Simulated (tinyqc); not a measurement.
Changing the temperature T: defect equilibria of an oxide against oxygen pressure (mass action). Computed by tinyqc, a small Python program. Command: `OMP_NUM_THREADS=1 python tinyqc.py 3001217 3001218 out.jsonl brouwer sweep`. One thread of a shared host (Intel(R) Xeon(R) Processor @ 2.30GHz), about 0.01 s of CPU time with the checks.

Defects: oxygen vacancies V (charge +2), electrons n, holes p, the ionic partner X = V_M'' (charge -2). Activities are taken equal to concentrations.

Inputs (values chosen for the exercise, for a model oxide):

| quantity | value | unit |
|---|---|---|
| reduction enthalpy H_r | 5.06 | eV |
| prefactor K_r0 | 8.8e+69 | cm^-9 atm^(1/2) |
| gap E_g | 4.09 | eV |
| prefactor N_c N_v | 2.5e+40 | cm^-6 |
| disorder enthalpy H_s | 2.31 | eV |
| prefactor K_s0 | 4.7e+44 | cm^-6 |
| oxygen pressure P | 0.008 | atm |
| electron mobility mu_n | 0.011 | cm^2/(V s) |
| hole mobility mu_p | 0.074 | cm^2/(V s) |
| vacancy diffusion prefactor D_0 | 0.004 | cm^2/s |
| vacancy migration energy E_m | 0.61 | eV |

Ionic disorder: Schottky, oxide MO. Dopant (singly charged, fully ionised): none.

Constants: k_B = 8.617333262e-05 eV/K; e = 1.602176634e-19 C.

Method:
- K_r = K_r0 exp(-H_r/k_B T) = [V] n^2 P^(1/2); K_i = N_c N_v exp(-E_g/k_B T) = n p; K_s = K_s0 exp(-H_s/k_B T) = [X] [V].
- Neutrality: 2 [V] + p = n + 2 [X]. With n as the unknown, [V] = K_r/(n^2 P^(1/2)), p = K_i/n, [X] = K_s/[V]; the log ratio is ln(positive/negative).
- The root is found by 60 bisections in ln n between n = 1e-10 and 1e25 cm^-3.
- sigma_n = e n mu_n, sigma_p = e p mu_p, sigma_ion = 2 e [V] mu_V with mu_V = 2 e D/(k_B T) and D = D_0 exp(-E_m/k_B T); only the oxygen vacancies carry ionic current, and the ionic transport number is sigma_ion over the total.

One run for each value:

| temperature T (K) | n (cm^-3) | [V] (cm^-3) | p (cm^-3) | total conductivity (S/cm) | ionic transport number |
|---|---|---|---|---|---|
| 700 | 1.8666e+10 | 1.0482e+14 | 4.7883e+00 | 2.1361e-10 | 0.84599 |
| 900 | 2.4817e+13 | 7.3909e+15 | 1.2595e+04 | 1.3751e-07 | 0.68193 |
| 1000 | 3.0745e+14 | 3.2819e+16 | 1.9837e+05 | 1.3647e-06 | 0.60296 |
| 1100 | 2.4080e+15 | 1.1134e+17 | 1.8944e+06 | 9.0736e-06 | 0.53228 |
| 1200 | 1.3364e+16 | 3.0904e+17 | 1.2438e+07 | 4.4561e-05 | 0.47146 |
| 1300 | 5.6860e+16 | 7.3613e+17 | 6.1265e+07 | 1.7293e-04 | 0.42051 |
| 1400 | 1.9620e+17 | 1.5573e+18 | 2.4093e+08 | 5.5653e-04 | 0.37870 |
| 1500 | 5.7208e+17 | 3.0004e+18 | 7.9194e+08 | 1.5392e-03 | 0.34495 |

Give the missing row, temperature T (K) = 800.

Computed row:
```
temperature T (K)   n (cm^-3)  [V] (cm^-3)   p (cm^-3)  total conductivity (S/cm)  ionic transport number
800                1.0671e+12   1.1481e+15  4.0169e+02                 8.0112e-09                 0.76526
```

Interpolating between the two neighbouring rows (linearly) misses most in p (cm^-3), by a factor of 16. Over the rows, n (cm^-3) rises from 1.87e10 to 5.72e17 (exponent d ln y / d ln x 30 between the first rows and 16 between the last); [V] (cm^-3) rises from 1.05e14 to 3.00e18 (exponent d ln y / d ln x 18 between the first rows and 9.5 between the last); p (cm^-3) rises from 4.79 to 7.92e8 (exponent d ln y / d ln x 33 between the first rows and 17 between the last). A line through ln n against 1/(k_B T) gives 1.950 eV.
